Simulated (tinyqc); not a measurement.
# Schottky emission and Poole-Frenkel conduction in an insulator, and how to tell them apart, step by step

Numbers from tinyqc (`OMP_NUM_THREADS=1 python tinyqc.py 2370020 2370021 out.jsonl`; about 0.01 s on one thread of a shared Intel Xeon 2.30GHz). Printed values are rounded.

Schottky emission (electrode-limited): J = As T^2 exp[-(pb - b sqrt(F))/Vt], b = sqrt(q/(4 pi eps0 ei)). Poole-Frenkel emission (bulk-limited): J = s0 F exp[-(pt - 2 b sqrt(F))/Vt]. F in V/cm.

Inputs (values chosen for the exercise); dielectric values close to those of silicon nitride: temperature T = 325 K; high-frequency relative permittivity ei = 3.98; static relative permittivity es = 7.86; trap depth pt = 1.22 eV; Poole-Frenkel prefactor s0 = 6.3 S/cm; electrode barrier pb = 1.11 eV; Richardson constant As = 60 A/(cm^2 K^2); field F = 2.2 MV/cm.

Constants: q = 1.602176634e-19 C, kB = 1.380649e-23 J/K, Vt = kB T/q, eps0 = 8.8541878128e-14 F/cm where lengths are in cm. Results are converted to the units shown.

Range of the model: At the field F a Fowler-Nordheim estimate for tunnelling through pb (mass 0.4 m0) gives 0.0018 A/cm^2, more than Schottky emission.

## Both currents at one field

Lowerings b sqrt(F) and 2 b sqrt(F); the image-force maximum lies at sqrt(q/(16 pi eps0 ei F)) from the electrode.

Schottky lowering = 282.1277 meV
position of the barrier top = 0.6411993 nm
Poole-Frenkel lowering = 564.2554 meV
J, Schottky = 9.206485e-7 A/cm^2
J, Poole-Frenkel = 9.399934e-4 A/cm^2

Injection and bulk transport act in series, so the smaller capacity limits the current: here the electrode, by a factor of 1020.

## Which mechanism made these data

| point | F (MV/cm) | J (A/cm^2) |
|---|---|---|
| 0 | 1.12 | 1.541e-8 |
| 1 | 1.8 | 1.056e-7 |
| 2 | 2.48 | 5.144e-7 |
| 3 | 3.15 | 2.001e-6 |
| 4 | 3.83 | 6.898e-6 |
| 5 | 4.5 | 2.105e-5 |

The data come from another sample of the same dielectric, in which one mechanism alone limits the current. Fit straight lines by least squares: ln J on sqrt(F) (Schottky plot, slope b/Vt) and ln(J/F) on sqrt(F) (Poole-Frenkel plot, slope 2 b/Vt), F in V/cm, and read a permittivity from each slope. The right mechanism gives a value near ei, and in any case between ei and es.

slope of the Schottky plot = 0.006791544 (cm/V)^0.5
permittivity read as Schottky = 3.980176
slope of the Poole-Frenkel plot = 0.005493370 (cm/V)^0.5
permittivity read as Poole-Frenkel = 24.33446

Both plots are nearly straight, so straightness decides nothing. Read as Schottky the data give 3.98, which matches ei = 3.98; read as Poole-Frenkel they give 24.3, above even the static value 7.86. The data were made by Schottky emission.
